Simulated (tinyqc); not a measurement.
Millisecond and nanosecond annealing: surface heating, thermal budget and solid-phase regrowth: one step, computed by the program tinyqc. Command: `OMP_NUM_THREADS=1 python tinyqc.py 3016579 3016580 out.jsonl flash walk`. One thread of a shared host (Intel(R) Xeon(R) Processor @ 2.30GHz), about 0.02 s of CPU time with the checks.

A square pulse heats the surface of a thick wafer with constant thermal properties; losses by radiation are neglected and silicon melts at 1414 C.

Task: Peak temperature. Absorbed flux q = (1 - R) fluence/t_p; kappa = k/c. With f(z, t) = (2 q/k) sqrt(kappa t) ierfc(z/(2 sqrt(kappa t))), ierfc(x) = exp(-x^2)/sqrt(pi) - x erfc(x): T = T0 + f(z, t) during the pulse and T0 + f(z, t) - f(z, t - t_p) after it. At the surface the rise at the end of the pulse is 2 q sqrt(t_p/(pi k c)); the fluence that just melts the surface scales with (1414 - T0).

Inputs (values chosen for the exercise, modelled on hot silicon with phosphorus):

| quantity | value | unit |
|---|---|---|
| incident fluence | 20 | J/cm^2 |
| pulse length t_p | 0.00048 | s |
| reflectance R | 0.4 | - |
| thermal conductivity k | 0.29 | W/(cm K) |
| heat capacity per volume c | 2.28 | J/(cm^3 K) |
| preheat temperature T0 | 400 | C |

Source: scanned laser.

Give: absorbed flux q; kappa; thermal length sqrt(kappa t_p); peak temperature; fluence at the melting threshold.

Result:

absorbed flux q = 25000 W/cm^2

kappa = 0.1272 cm^2/s

thermal length sqrt(kappa t_p) = 78.14 um

peak temperature = 1160 C

fluence at the melting threshold = 26.68 J/cm^2
